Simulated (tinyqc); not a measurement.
p-n heterojunction, non-linear Poisson equation by Newton steps, Boltzmann statistics: effect of the conduction-band offset Ec2 - Ec1.

One dimension, material 1 (p-type) at x < 0 and material 2 (n-type) at x > 0. Band edges: Ec = -psi in material 1 and -psi + dEc in material 2, Ev = Ec - Eg. Flat quasi-Fermi levels: 0 for holes, +V for electrons. n = Nc F((EFn - Ec)/Vt), p = Nv F((Ev - EFp)/Vt), with F(eta) = exp(eta) (Boltzmann statistics); full ionisation, no interface charge, classical densities; the doping types are chosen for the exercise.

Exact first integral: on each side D^2/(2 eps0 er) = G, G = q [Vt (nI_j - nI_b) + Vt (pI_j - pI_b) - C (psi_j - psi_b)], with C = -N1 or +N2, b the neutral end of that side, and nI, pI the densities themselves. D is continuous, so er1 G1(psi_j) = er2 G2(psi_j) fixes psi_j. Ends from Nv1 F((-psi_L - Eg1)/Vt) = N1 and Nc2 F((V + psi_R - dEc)/Vt) = N2. D is counted positive when psi rises towards material 2. Depletion (Anderson) capacitance C^2 = q eps0 er1 er2 N1 N2/(2 (er1 N1 + er2 N2)(psi_R - psi_L)). -dD/dV is the change of the displacement at the interface with both quasi-Fermi levels flat; it is the terminal capacitance only while neither side holds an inversion layer. n_j and p_j are densities at the interface.

Values chosen for this exercise; band and dielectric values close to those of crystalline and amorphous silicon: temperature T = 300 K; band gap of material 1 Eg1 = 1.14 eV; relative permittivity of material 1 er1 = 11.8; conduction-band density of states of material 1 Nc1 = 2.75e19 cm^-3; valence-band density of states of material 1 Nv1 = 2.69e19 cm^-3; band gap of material 2 Eg2 = 1.75 eV; relative permittivity of material 2 er2 = 11.8; conduction-band density of states of material 2 Nc2 = 9.93e19 cm^-3; valence-band density of states of material 2 Nv2 = 9.86e19 cm^-3; acceptor density of material 1 N1 = 3e18 cm^-3; donor density of material 2 N2 = 5.1e17 cm^-3; bias of side 1 against side 2 V = 0 V.

Constants: q = 1.602176634e-19 C, kB = 1.380649e-23 J/K, Vt = kB T/q, eps0 = 8.8541878128e-14 F/cm where lengths are in cm. Results are converted to the units shown.

Result of one run:
```
dEc (eV)	psi_R - psi_L (V)	psi_j - psi_L (V)	psi_R - psi_j (V)	D/q (cm^-2)	n_j in 1 (cm^-3)	p_j in 2 (cm^-3)	-dD/dV (nF/cm^2)	depletion C (nF/cm^2)
0.25	1.197	0.1923	1.005	2.552e12	2.955e4	5.805e9	178.5	174.6
```

What becomes of these results when the conduction-band offset Ec2 - Ec1 dEc is changed from 0.25 to -0.05 eV, all else the same?

Result of the changed run:
```
dEc (eV)	psi_R - psi_L (V)	psi_j - psi_L (V)	psi_R - psi_j (V)	D/q (cm^-2)	n_j in 1 (cm^-3)	p_j in 2 (cm^-3)	-dD/dV (nF/cm^2)	depletion C (nF/cm^2)
-0.05	0.8970	0.1486	0.7484	2.192e12	5461	2.866e5	207.6	201.7
```

The whole series:
```
dEc (eV)	psi_R - psi_L (V)	psi_j - psi_L (V)	psi_R - psi_j (V)	D/q (cm^-2)	n_j in 1 (cm^-3)	p_j in 2 (cm^-3)	-dD/dV (nF/cm^2)	depletion C (nF/cm^2)
-0.13	0.8170	0.1369	0.6801	2.086e12	3478	2.038e4	218.2	211.3
-0.05	0.8970	0.1486	0.7484	2.192e12	5461	2.866e5	207.6	201.7
0.02	0.9670	0.1588	0.8082	2.281e12	8100	2.897e6	199.6	194.2
0.1	1.047	0.1704	0.8766	2.379e12	1.271e4	4.077e7	191.4	186.7
0.17	1.117	0.1806	0.9364	2.461e12	1.884e4	4.124e8	185.0	180.7
0.25	1.197	0.1923	1.005	2.552e12	2.955e4	5.805e9	178.5	174.6
0.32	1.267	0.2024	1.065	2.629e12	4.380e4	5.873e10	173.3	169.7
0.4	1.347	0.2141	1.133	2.714e12	6.867e4	8.269e11	167.8	164.6
0.47	1.417	0.2242	1.193	2.786e12	1.018e5	8.366e12	163.5	160.5
```

As dEc goes from -0.13 to 0.47, the total bending rises from 0.817 to 1.42 V and the sheet charge D/q rises from 2.09e12 to 2.79e12 cm^-2; the share of the bending in material 1 falls from 16.8 to 15.8 %. The alignment is staggered for dEc = -0.13, -0.05 eV. The capacitance departs most from the depletion formula at dEc = -0.13, where it is 3.2 % above it.

Numbers from tinyqc (`OMP_NUM_THREADS=1 python tinyqc.py 2040025 2040026 out.jsonl`; about 0.02 s on one thread of a shared Intel Xeon 2.30GHz).
